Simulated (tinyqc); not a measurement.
Inputs raised by 10 %, one at a time: dopant redistribution at a moving silicon-oxide interface during parabolic oxidation. Computed by tinyqc, a small Python program. Command: `OMP_NUM_THREADS=1 python tinyqc.py 3024425 3024426 out.jsonl segox sens`. One thread of a shared host (Intel(R) Xeon(R) Processor @ 2.30GHz), about 0.01 s of CPU time with the checks.

Uniformly doped silicon is oxidised with x_ox = sqrt(B t); the interface advances into the silicon by alpha x_ox, alpha = 0.44. The dopant does not move in the oxide, and at the interface C(silicon) = m C(oxide).

Inputs (values chosen for the exercise, modelled on phosphorus in silicon under dry oxygen):
```
quantity,value,unit
dopant prefactor D0,3.95,cm^2/s
dopant activation energy E,3.7,eV
oxidation prefactor B0,710,um^2/h
oxidation activation energy E_B,1.22,eV
segregation coefficient m = C(silicon)/C(oxide),9.3,-
bulk doping C_B,1.1e+16,1/cm^3
temperature T,1150,C
time t,6.1,h
```

Constants: k_B = 8.617333262e-05 eV/K.

Method:
- D = D0 exp(-E/(k_B T)), converted with 1 cm^2/s = 3.6e11 um^2/h; B = B0 exp(-E_B/(k_B T)); s = alpha sqrt(B/(4 D)), the interface advance over 2 sqrt(D t).
- Temperatures in kelvin are T(C) + 273.15.
- With the dopant diffusivity D and s = alpha x_ox/(2 sqrt(D t)), in the silicon C = C_B + (C_s - C_B) erfc(y/(2 sqrt(D t)))/erfc(s), y from the original surface. Dopant balance at the interface gives C_s/C_B = 1/[1 + (1/(m alpha) - 1) g], g = sqrt(pi) s exp(s^2) erfc(s).
- Consumed silicon held alpha x_ox C_B; the oxide holds x_ox times the dopant concentration in the oxide; the difference is the excess in the silicon; 1 um = 1e-4 cm.

Runs:
```
input moved,from,to,ratio C_s/C_B,excess in the silicon (1/cm^2),s,concentration in the oxide (1/cm^3)
base run,-,-,1.166,1.575e+11,0.1210,1.379e+15
dopant prefactor D0 (cm^2/s),3.95,4.345,1.158,1.579e+11,0.1154,1.369e+15
dopant activation energy E (eV),3.7,4.07,1.767,1.252e+11,0.5469,2.090e+15
oxidation prefactor B0 (um^2/h),710,781,1.174,1.647e+11,0.1269,1.388e+15
oxidation activation energy E_B (eV),1.22,1.342,1.100,9.794e+10,0.0736,1.301e+15
segregation coefficient m = C(silicon)/C(oxide),9.3,10.23,1.171,1.629e+11,0.1210,1.260e+15
time t (h),6.1,6.71,1.166,1.652e+11,0.1210,1.379e+15
```

Exponents ln(y'/y) / ln(x'/x):
```
input,ratio C_s/C_B,excess in the silicon,s,concentration in the oxide
dopant prefactor D0,-0.071,0.028,-0.500,-0.071
dopant activation energy E,4.362,-2.412,15.827,4.362
oxidation prefactor B0,0.074,0.470,0.500,0.074
oxidation activation energy E_B,-0.609,-4.986,-5.219,-0.609
segregation coefficient m = C(silicon)/C(oxide),0.051,0.355,0.000,-0.949
time t,0.000,0.500,0.000,0.000
```

To which inputs is each result most sensitive?

Among the inputs moved here: ratio C_s/C_B answers most in size to dopant activation energy E (exponent +4.362), next to oxidation activation energy E_B (-0.609); its exponent is below 0.0005 for time t. Its exponent 0.000 in time t: both lengths grow as sqrt(t). Excess in the silicon answers most in size to oxidation activation energy E_B (exponent -4.986), next to dopant activation energy E (-2.412). Its exponent +0.500 in time t: the dose follows the oxide thickness. s answers most in size to dopant activation energy E (exponent +15.827), next to oxidation activation energy E_B (-5.219); its exponent is below 0.0005 for segregation coefficient m = C(silicon)/C(oxide), time t. Its exponent -0.500 in dopant prefactor D0: s scales as sqrt(B/D). Its exponent +0.500 in oxidation prefactor B0: s scales as sqrt(B/D). Concentration in the oxide answers most in size to dopant activation energy E (exponent +4.362), next to segregation coefficient m = C(silicon)/C(oxide) (-0.949); its exponent is below 0.0005 for time t.

Caution (all rows): parabolic growth needs an oxide much thicker than the Deal-Grove length A, which fails for thin films and low temperatures; oxidation-enhanced or retarded diffusion is ignored.
